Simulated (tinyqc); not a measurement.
From results back to parameters: valence-band offset from core levels. Two cases, with inputs chosen for the exercise.

Problem. At an interface of A and B the binding energy of the core level of B exceeds that of A by dCL. Binding energy of a core level = (EF - Ev) + CL, with one Fermi level for both sides. Find dEv = Ev(A) - Ev(B) and dEc = Eg2 - Eg1 - dEv with the corrected (second) gaps.

Find: dEv; dEc.

Method. dCL = (EF - Ev(B)) + CL_B - (EF - Ev(A)) - CL_A = dEv + CL_B - CL_A; the Fermi level drops out.

Case 1.

Values chosen (out of a larger set: gaps near those of Si and HfO2; not measured data): CL = (46.67, 24.24) eV (depth of a core level below the valence top in bulk A and bulk B); Eg1 = (0.59, 1.18) eV (gap of A: semi-local value, corrected value); Eg2 = (3.99, 5.84) eV (gap of B: semi-local value, corrected value).

dCL = -19.2650 eV

Solution.

dEv = 3.16 eV
dEc = 1.50 eV

Case 2.

Values chosen (out of a larger set: gaps near those of GaAs and Ge; not measured data): CL = (94.22, 24.22) eV (depth of a core level below the valence top in bulk A and bulk B); Eg1 = (0.52, 1.5) eV (gap of A: semi-local value, corrected value); Eg2 = (0.1, 0.72) eV (gap of B: semi-local value, corrected value).

dCL = -70.4410 eV

Solution.

dEv = -0.44 eV
dEc = -0.34 eV

Computed by tinyqc, one run a case: `OMP_NUM_THREADS=1 python tinyqc.py N N+1 out.jsonl` with N = 1880327, 1880335; one thread of a shared Intel(R) Xeon(R) Processor @ 2.30GHz, about 0.01 s a run at most.
